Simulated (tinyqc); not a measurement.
# Critical temperature from a phonon spectrum: McMillan, Allen-Dynes and the linearised Eliashberg equation, step by step

A worked calculation. Computed by tinyqc, a small Python program that keeps every step. Command: `OMP_NUM_THREADS=1 python tinyqc.py 3017874 3017875 out.jsonl eliashberg walk`. One thread of a shared host (Intel(R) Xeon(R) Processor @ 2.30GHz), about 0.03 s of CPU time with the checks. Intermediate numbers are printed to about 6 digits and carried at full precision; extremes and crossings named in words are read from the listed rows.

alpha^2 F(omega) = sum_i (lambda_i omega_i/2) delta(omega - omega_i), so that lambda = 2 int alpha^2 F/omega d omega = sum_i lambda_i.

Inputs (values chosen for the exercise, for a model metal): peak energy omega_1 = 10.8 meV; coupling lambda_1 = 0.0843; peak energy omega_2 = 30 meV; coupling lambda_2 = 0.206; peak energy omega_3 = 45.7 meV; coupling lambda_3 = 0.257; Coulomb pseudopotential mu* = 0.1; trial temperature = 8.13 K; Matsubara points N in the small matrix = 5.

Peaks in alpha^2 F: three.

Constants: k_B = 8.617333262e-05 eV/K.

## Moments of the spectrum

omega_log = exp(sum lambda_i ln omega_i / lambda); omega_rms = sqrt(sum lambda_i omega_i^2 / lambda).

lambda = 0.5473

omega_log = 31.2331 meV

omega_rms = 36.5709 meV

## McMillan and Allen-Dynes

McMillan form: k_B T_c = (omega_log/1.2) exp[-1.04 (1 + lambda)/(lambda - mu* (1 + 0.62 lambda))]. Allen-Dynes multiplies it by f1 f2: f1 = [1 + (lambda/L1)^(3/2)]^(1/3), L1 = 2.46 (1 + 3.8 mu*); f2 = 1 + (omega_rms/omega_log - 1) lambda^2/(lambda^2 + L2^2), L2 = 1.82 (1 + 6.3 mu*) omega_rms/omega_log.

T_c, McMillan form = 6.15747 K

f1 = 1.02113

f2 = 1.00414

T_c, Allen-Dynes = 6.31360 K

The two corrections raise T_c by 2.5 %.

## The small kernel at the trial temperature

Linearised Eliashberg equation at omega_n = (2n + 1) pi k_B T, n = 0..N-1: lambda(j) = sum_i lambda_i omega_i^2/(omega_i^2 + (2 pi j k_B T)^2); K_mn = lambda(m - n) + lambda(m + n + 1) - 2 mu*(N) - delta_mn [2m + 1 + lambda(0) + 2 sum_(j=1..m) lambda(j)], with 1/mu*(N) = 1/mu* + ln(omega_rms/omega_N), omega_N = (2N + 1) pi k_B T. T_c is where the largest eigenvalue rho of K is zero.

lambda(j), j = 0, 1, ...: [0.547300, 0.528586, 0.488115, 0.443542, 0.400045, 0.358890, 0.320780, 0.286146, 0.255128, 0.227636]

mu*(N) = 0.0960388

K:
```
[[-0.6635, 0.8246, 0.7396, 0.6515, 0.5669],
 [0.8246, -3.8057, 0.7366, 0.6549, 0.5722],
 [0.7396, 0.7366, -6.8666, 0.6573, 0.5822],
 [0.6515, 0.6549, 0.6573, -9.8264, 0.5916],
 [0.5669, 0.5722, 0.5822, 0.5916, -12.6850]]
```

## Largest eigenvalue of the small kernel

K is the kernel of the linearised Eliashberg equation on the Matsubara points omega_n = (2n + 1) pi k_B T; T_c is where its largest eigenvalue rho is zero. Diagonalise K; at rho = 0 the eigenvector c is the gap function Delta_n/omega_n up to a factor; away from it Delta_n/Delta_0 = (2n + 1) c_n/c_0 is only an estimate.

largest eigenvalue rho = -0.198411

Delta_n/Delta_0: [1.00000, 0.87318, 0.79694, 0.71899, 0.63931]

rho < 0: in this small matrix the trial temperature lies above T_c.

## Critical temperature from the full kernel

N is the smallest integer at or above 8 omega_max/(2 pi k_B T_AD), omega_max the highest peak and T_AD the Allen-Dynes value.

N used = 107

T_c, Eliashberg = 5.68535 K

k_B T_c/omega_log = 0.0156861

Allen-Dynes/Eliashberg = 1.11050

McMillan/Eliashberg = 1.08304

## Scaling the whole coupling

All lambda_i are multiplied by s. The last column is the large-lambda limit for mu* = 0, k_B T_c = 0.1827 omega_rms sqrt(lambda).

T_c (K):
```
s     lambda  McMillan  Allen-Dynes  Eliashberg  large-lambda limit
1.0  0.54730    6.1575       6.3136      5.6854              57.361
1.3  0.71149   13.1103      13.6099     12.6348              65.401
1.7  0.93041   22.4758      23.7719     22.7451              74.789
2.3  1.25879   34.3609      37.5032     37.1182              86.992
3.2  1.75136   47.2680      54.3235     55.4394             102.610
```

McMillan/Eliashberg runs from 1.08 at lambda = 0.55 to 0.85 at 1.75: the exponential form levels off at large lambda, while the true T_c keeps rising (exponent 1.21 between the last rows, tending to 1/2). Allen-Dynes stays within about 11 % over the table. The last row reaches 54 % of the mu* = 0 limit; with mu* above zero T_c stays below that line at any lambda.

## Isotope exponent

T_c ~ M^(-a). All omega_i scale as M^(-1/2) at fixed lambda, but mu* = mu/(1 + mu ln(E_F/omega)) changes: d mu*/d ln omega = mu*^2. In the McMillan form a = (1/2) [1 - 1.04 (1 + lambda)(1 + 0.62 lambda) mu*^2/(lambda - mu* (1 + 0.62 lambda))^2].

isotope exponent a = 0.436935

The Coulomb term lowers the exponent below 1/2: lighter ions raise the prefactor but also mu*.

Checks made by the program: one-point kernel at mu* = 0: rho = lambda(1) - 1 (relative difference below 1e-10); T_c against the Allen-Dynes fit (relative difference 1e-01).
